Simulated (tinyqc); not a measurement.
Full result against the linear law: strain, valley repopulation and piezoresistance in a many-valley conduction band. Computed by tinyqc, a small Python program. Command: `OMP_NUM_THREADS=1 python tinyqc.py 3013619 3013620 out.jsonl valleys walk`. One thread of a shared host (Intel(R) Xeon(R) Processor @ 2.30GHz), about 0.03 s of CPU time with the checks.

Valleys are ellipsoids with mass m_l along the axis a and m_t across it, parabolic, with one constant relaxation time; strain shifts the valleys and leaves the masses alone. Currents are taken along [111], along the load, and along [1-10], across the load.

Inputs (values chosen for the exercise, modelled on germanium):
```
quantity                               value    unit
longitudinal mass m_l                   1.64     m_0
transverse mass m_t                   0.0796     m_0
shear deformation potential Xi_u        16.2      eV
dilation deformation potential Xi_d     -4.5      eV
C11                                      129     GPa
C12                                     48.3     GPa
C44                                     66.8     GPa
electron density n                   1.1e+17  1/cm^3
relaxation time tau                      100      fs
temperature T                            150       K
```

Valley axes: <111> (4 valleys). Load: uniaxial [111].

Constants: k_B = 8.617333262e-05 eV/K; m_0 = 9.1093837015e-31 kg; k_B = 1.380649e-23 J/K; hbar = 1.054571817e-34 J s; e = 1.602176634e-19 C.

Method:
- Each of the 4 valleys holds n_v = N_v (2/sqrt(pi)) F_1/2((E_F - dE_v)/(k_B T)), N_v = 2 (m_d k_B T/(2 pi hbar^2))^(3/2), m_d = (m_l m_t^2)^(1/3); E_F solves sum n_v = n and is counted from the unstrained edge.
- F_j(eta) = int_0^infinity x^j/(1 + exp(x - eta)) dx, without a gamma-function factor. It is evaluated after integrating by parts.
- Integrals over x = E/(k_B T) use 160 Gauss-Legendre points in u = sqrt(x) from 0 to sqrt(max(eta, 0) + 32).
- With eta_0 the reduced Fermi level without strain, r = F_-1/2(eta_0)/(2 F_1/2(eta_0)) (1 for a classical gas) and c = r (Xi_u/k_B T) (m_l - m_t)/(2 m_l + m_t): pi44 = -c S44/3, pi11 = pi12 = 0.
- Compliances S11 = (C11 + C12)/((C11 - C12)(C11 + 2 C12)), S12 = -C12/((C11 - C12)(C11 + 2 C12)), S44 = 1/C44; stress sigma_ij = X n_i n_j for the unit vector n of the load; e_xx = S11 sigma_xx + S12 (sigma_yy + sigma_zz), e_xy = S44 sigma_xy/2 (tensor strain).
- Herring-Vogt shift of a valley with unit axis a: dE = Xi_d tr(e) + Xi_u a.e.a.
- Mobility tensor mu = e tau sum_v (n_v/n) [1/m_t + (1/m_l - 1/m_t) a a^T]; unstrained mu_0 = e tau (1/m_l + 2/m_t)/3; resistivity along d from the inverse tensor, rho_d = d.mu^-1.d/(n e), mobility along d = 1/(d.mu^-1.d); gauge pi_d = (rho_d/rho_0 - 1)/X.
- Linear theory: pi_l = (pi11 + 2 pi12 + 2 pi44)/3, pi_t = (pi11 + 2 pi12 - pi44)/3.

pi11 = 0 1e-11/Pa

pi12 = 0 1e-11/Pa

pi44 = -287.383 1e-11/Pa

Resistance changes (%); at 2000 MPa the strain is near or above 1 %, where band warping, left out here, matters:
```
X (MPa)  splitting (meV)  largest share  first direction   linear  second direction   linear
-2000             215.57        1.00000           1306.9   383.18           -31.715  -191.59
-1000             107.78        0.99925           1288.8   191.59           -31.694   -95.79
-400               43.11        0.90021            413.7    76.64           -28.707   -38.32
-150               16.17        0.53393             54.2    28.74           -14.954   -14.37
-50                 5.39        0.33480             11.7     9.58            -4.990    -4.79
50                  5.39        0.27310             -7.9    -9.58             4.484     4.79
150                16.17        0.30405            -16.7   -28.74            11.162    14.37
400                43.11        0.32937            -22.8   -76.64            17.296    38.32
1000              107.78        0.33331            -23.6  -191.59            18.311    95.79
2000              215.57        0.33333            -23.6  -383.18            18.318   191.59
```

Along the first direction the linear law misses by more than 10 % at every stress listed, since the splitting is not small against k_B T.

Extremes, crossings and ranges named in words are read from the listed rows.
